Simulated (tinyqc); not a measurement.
Inside a calculation. Method: one-electron ion in a basis of Gaussians. One step of it, computed by the program tinyqc.

Task: Generalised eigenproblem. Solve H C = S C e through S^(-1/2); each column has its largest component positive (the first on a tie).

H = T + V (hartree):
```
           1          2          3
1  -1.160837  -1.281171  -1.306960
2  -1.281171  -1.499466  -1.624251
3  -1.306960  -1.624251  -1.697494
```

S:
```
          1         2         3
1  1.000000  0.885448  0.635878
2  0.885448  1.000000  0.885387
3  0.635878  0.885387  1.000000
```

Give: eigenvalues of S; eigenvalues; coefficients.

Result:

eigenvalues of S: 0.026  0.364  2.610

eigenvalues (hartree): -1.760  -0.331  1.107

coefficients:
```
        1       2       3
1   0.342   1.857  -2.273
2  -0.139  -1.159   4.766
3   0.884  -0.362  -2.796
```

For Z = 2 and l = 0 the exact lowest level is -Z^2/(2 n^2) with n = l + 1: -2.000000 hartree.
